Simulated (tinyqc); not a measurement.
Inside a calculation: alloy A(1-x)B(x) by interpolation with bowing. Values are carried at full precision from step to step, so a last printed digit may differ when a step is redone from the rounded ones.

Each gap follows E(x) = (1 - x) E_A + x E_B - C x (1 - x); the lattice constant follows Vegard, a(x) = (1 - x) a_A + x a_B.

Constants: hc = 1239.841984 eV nm; kB = 8.617333262e-05 eV/K.

Values chosen for the exercise (A near InAs, B near GaAs; the results hold for these values, not for the real material):
```
symbol  value                 unit      meaning
a       (6.055, 5.656)        angstrom  lattice constant of A, B
x       0.31                            fraction of B
Eg      (0.419, 1.5)          eV        gap at Gamma to the s-like level of A, B
EgX     (1.423, 1.987)        eV        gap to the lowest valley along Gamma-X of A, B
EgL     (1.142, 1.788)        eV        gap to L of A, B
C       (0.409, 1.22, 0.375)  eV        bowing of the Gamma, X and L gaps
Dso     (0.386, 0.342)        eV        spin-orbit splitting of A, B
Ep      (21.5, 25.5)          eV        Kane energy of A, B
me      (0.0258, 0.0678)      m0        electron mass at Gamma of A, B
Cs      0.17                  eV        bowing of Dso
md      (0.0371, 0.88, 0.47)  m0        density-of-states masses of Gamma, all X and all L valleys
T       300                   K         temperature
```

## Gaps and lattice constant at x

Also give the wavelength hc/E of the lowest gap.

a(x) = 5.9313 angstrom

linear parts (eV): Gamma 0.7541, X 1.5978, L 1.3423

bowing terms C x (1 - x) (eV): Gamma 0.0875, X 0.2610, L 0.0802

gaps (eV): Gamma 0.6666, X 1.3369, L 1.2620

wavelength of the lowest gap = 1859.9 nm

The lowest valley is Gamma, so the gap is direct; the next, L, lies 595 meV higher.

## Where the valleys cross

The difference of two gaps is a quadratic q2 x^2 + q1 x + q0 with q2 = C_i - C_j, q1 = (E_B - E_A - C)_i - (E_B - E_A - C)_j, q0 = E_A,i - E_A,j; give its roots between 0 and 1 (a dash: none).

Crossings:
```
pair         q2      q1      q0  first root  second root
Gamma-X  -0.811   1.328  -1.004           -            -
Gamma-L   0.034   0.401  -0.723           -            -
X-L       0.845  -0.927   0.281           -            -
```

The lowest valley is Gamma at every x.

## Electron mass of the alloy

Mass at Gamma from the Kane formula 1/m = F + Ep (Eg + 2 Dso/3)/(Eg (Eg + Dso)). F is fixed by the masses of A and B and interpolated linearly, as is Ep; Eg and Dso carry their bowing.

Compare with the linear interpolation of the masses.

F of A, B: -4.3514  -1.1986

Ep, Eg, Dso at x (eV): 22.7400  0.6666  0.3360

m(x) from the Kane formula = 0.0371 m0
m(x) linear = 0.0388 m0

The Kane value lies 4.3 % below the linear one.

## Shares of the electrons in the valleys

Non-degenerate: n_i proportional to md_i^(3/2) exp(-E_i/kT).

md^(3/2): Gamma 0.0071, X 0.8255, L 0.3222

(E - E_min)/kT: Gamma 0.00, X 25.93, L 23.03

shares: Gamma 1.000, X 0.000, L 0.000

Gamma holds most electrons (100.0 %).

(tinyqc, `OMP_NUM_THREADS=1 python tinyqc.py 1050183 1050184 out.jsonl`, Intel(R) Xeon(R) Processor @ 2.30GHz, 1 thread, shared host, about 0.01 s.)
